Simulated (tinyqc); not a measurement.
Valley-orbit splitting of a donor ground state, with strain: one step, computed by the program tinyqc. Command: `OMP_NUM_THREADS=1 python tinyqc.py 3014869 3014870 out.jsonl valleyorbit walk`. One thread of a shared host (Intel(R) Xeon(R) Processor @ 2.30GHz), about 0.01 s of CPU time with the checks.

The basis is the 1s envelope in each valley; energies are counted from the unstrained conduction-band edge. The strain is e_s (a a^T - 1/3) for the unit stress axis a, so valley j along n_j moves by Xi_u e_s w_j with w_j = (n_j.a)^2 - 1/3: +1/6 for x and y, -1/3 for z. The splitting at the zone boundary that a [110] shear adds for <100> valleys is left out.

Problem. Populations and ionisation. H_jj = -(E_0 + Lambda) + Xi_u e_s w_j; H_jk = -Delta_2 between opposite valleys and -Delta_1 between perpendicular ones. z = sum over levels of exp(-(E - E_ground)/k_B T), the ground-state share being 1/z; N_c = 2 (2 pi m_e k_B T/h^2)^(3/2) sum_j exp(-(shift_j - lowest shift)/k_B T); n1 = N_c/(2 z) exp(-binding/k_B T), binding = lowest shift - E_ground; without compensation n = 2 N_D/(1 + sqrt(1 + 4 N_D/n1)) (Boltzmann statistics; p and higher states left out).

Inputs (values chosen for the exercise, modelled on donors in silicon): single-valley binding energy E_0 = 31 meV; central-cell shift Lambda = 8.59 meV; coupling Delta_1 = 2.01 meV; coupling Delta_2 = 1.5 meV; shear deformation potential Xi_u = 9.01 eV; shear strain e_s = -3.4e-05; temperature T = 50 K; donor density N_D = 4.6e+16 cm^-3; density-of-states mass of one valley m_e = 0.328 m_0.

Valleys: six along <100>. Stress axis: [110].

Constants: k_B = 8.617333262e-05 eV/K; m_0 = 9.1093837015e-31 kg; k_B = 1.380649e-23 J/K; h = 6.62607015e-34 J s.

Give: partition sum z; share of neutral donors in the ground state; N_c; n1; free electrons n.

Solution.

partition sum z = 1.353

share of neutral donors in the ground state = 0.7390

N_c = 1.902e+18 cm^-3

n1 = 7.941e+12 cm^-3

free electrons n = 6.004e+14 cm^-3
